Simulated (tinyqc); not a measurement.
## Magnetoresistance against angle

Conductance G = G0 (1 + P1 P2 cos(phi)) at low bias, phi the angle between the magnetisations, normalised to Rp = RA/area at phi = 0.

Values chosen for this exercise: diameter Dm = 22 nm; spin polarisation of the reference layer P1 = 0.52; spin polarisation of the free layer P2 = 0.54; resistance-area product, parallel state RA = 2.5 ohm um^2.

Magnetoresistance against angle:
```
phi (degree)  R (kohm)  R/Rp - 1 (%)  share of the full TMR (%)
0                6.577             0                          0
20               6.665         1.340                      1.716
45               7.028         6.862                      8.788
70               7.685         16.86                      21.59
90               8.423         28.08                      35.96
110              9.318         41.69                      53.39
135              10.51         59.81                      76.60
160              11.44         73.99                      94.75
180              11.71         78.09                      100.0
```

R rises from 6.58 to 11.7 kohm, TMR0 = 78.1 %. It is the conductance that follows cos(phi), so at 90 degrees R has covered only (1 - P1 P2)/2 = 36.0 % of its range.

Program tinyqc, `OMP_NUM_THREADS=1 python tinyqc.py 2450013 2450014 out.jsonl`; Intel Xeon 2.30GHz, shared host, one thread, about 0.01 s.
